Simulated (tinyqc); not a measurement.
## Thermal resistances of a two-die stack

Question. Heat leaves through the lower die only, and the system is linear. Find the resistance R1 from the lower die to the coolant, R2 between the dies, and the rise of the upper die when both are powered.

Parameters, values chosen for the exercise:
- P1 = 54 W (power of the lower die)
- P2 = 3.9 W (power of the upper die)

rises of the lower and upper die with only the lower one powered (K): [10.8, 10.8]
rises of the lower and upper die with only the upper one powered (K): [0.78, 2.34]

Solution. With only the lower die powered no heat crosses R2, so both dies rise by P1 R1; the difference in the second test is P2 R2; rises add.

R1 = 0.2000 K/W
R2 = 0.4000 K/W
rise of the upper die = 13.14 K

Numbers from tinyqc (`OMP_NUM_THREADS=1 python tinyqc.py 2162134 2162135 out.jsonl`; about 0.03 s on one thread of a shared Intel Xeon 2.30GHz).
